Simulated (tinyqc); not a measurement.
Worked calculation: lattice vibrations of a chain. One step of it, computed by the program tinyqc.

Question. Frequencies. omega^2 are the eigenvalues; wavenumber = 521.4708 sqrt(eigenvalue) 1/cm.

D(q) (eV/(angstrom^2 u)):
```
                     1                    2
1             2.524305  -0.500638+0.394884i
2  -0.500638-0.394884i             1.309989
```

Give: eigenvalues; wavenumbers; weights |e|^2 of the mass-weighted modes.

Answer.

eigenvalues: 1.037  2.798

wavenumbers (1/cm): 530.9  872.2

weights |e|^2 of the mass-weighted modes:
```
        mode 1  mode 2
atom 1   0.155   0.845
atom 2   0.845   0.155
```
